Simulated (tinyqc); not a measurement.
Interfaces: Cahn-Hilliard equation on a periodic one-dimensional grid. Computed by tinyqc, a small Python program. Command: `OMP_NUM_THREADS=1 python tinyqc.py 3015078 3015079 out.jsonl cahn walk`. One thread of a shared host (Intel(R) Xeon(R) Processor @ 2.30GHz), about 0.02 s of CPU time with the checks.

Free energy F = h sum_j [A (c_j^2 - 1)^2/4 + (kappa/2) ((c_(j+1) - c_j)/h)^2]; dc/dt = Lap(mu), mu = A (c^3 - c) - kappa Lap(c), Lap(y)_j = (y_(j+1) - 2 y_j + y_(j-1))/h^2, mobility 1; the grid has n = 12 points.

Inputs (values chosen for the exercise, in reduced units):
```
quantity                    value  unit
spacing h                     1.1     -
well depth A                  1.2     -
gradient coefficient kappa    1.2     -
mean composition c0         0.093     -
noise amplitude              0.05     -
time step dt                 0.19     -
end time                      100     -
```

Scheme: semi-implicit Fourier.

Method:
- Start: c_j = c0 + amplitude x (z_j - mean of z).
- With Fourier components y_m = sum_j y_j exp(-2 pi i j m/n): c_m(new) = [c_m - dt lambda_m N_m]/(1 + dt kappa lambda_m^2), N = A (c^3 - c), lambda_m = (4/h^2) sin^2(pi m/n).
- Run to the end time; break off if |c| exceeds 3 or F has risen by more than 1e-9 in more than 30 steps. Domains = stretches with c > c0.
- Continuum wall between c = -1 and +1: c = tanh(x/w), w = sqrt(2 kappa/A), energy s = (2/3) sqrt(2 kappa A). With two walls per domain, the estimate of F at the end is 2 x domains x s. Volume fraction of the +1 phase by the lever rule: (1 + c0)/2.

random numbers: -0.089  -0.705  0.289  0.730  -0.514  0.164  -0.082  -0.389  0.050  0.370  0.675  0.050

Course:
```
step      t        F      min c     max c  domains
0      0.00  3.89452   0.055462  0.127213        3
11     2.09  3.89128   0.069474  0.122548        2
26     4.94  3.89055   0.055554  0.135211        2
53    10.07  3.88540   0.016130  0.182159        2
79    15.01  3.86000  -0.059860  0.273737        2
105   19.95  3.74301  -0.190984  0.427575        1
158   30.02  2.39583  -0.776017  0.808977        1
210   39.90  2.20761  -0.932593  0.965240        1
289   54.91  2.20738  -0.937091  0.969719        1
368   69.92  2.20732  -0.937552  0.969654        1
447   84.93  2.20726  -0.937985  0.969576        1
526   99.94  2.20721  -0.938399  0.969497        1
```

F at the end = 2.20721

c at the end: 0.829145  0.396861  -0.436821  -0.839521  -0.938399  -0.897018  -0.638160  0.084565  0.712389  0.921881  0.969497  0.951580

wall half width w = 1.4142

wall energy s = 1.1314

estimate of F = 2.2627

volume fraction = 0.5465

w/h = 1.2856

What follows from these numbers?

The run ends at F = 2.2072, 0.98 of the estimate: close to it, but the extremes of c are -0.938 and 0.969.
